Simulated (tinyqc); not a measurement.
Gain factor and gap resistance from two string resistances.

Question. At small bit-line voltage each of the 96 cells has the resistance 1/(K x) at overdrive x (no mobility reduction) in series with a gap resistance Rg. Find K, Rg and the share of the gaps at the higher overdrive.

resistance of a string of 96 equal cells at overdrives of 4.2 and 7.4 V (kohm): [1163.3608, 797.28048]

Answer. The resistance per cell is a straight line in 1/x with slope 1/K and intercept Rg.

K = 27.00 uA/V^2
Rg = 3.300 kohm
share of the gaps = 39.74 %

Program tinyqc, `OMP_NUM_THREADS=1 python tinyqc.py 2142206 2142207 out.jsonl`; Intel Xeon 2.30GHz, shared host, one thread, about 0.5 s.
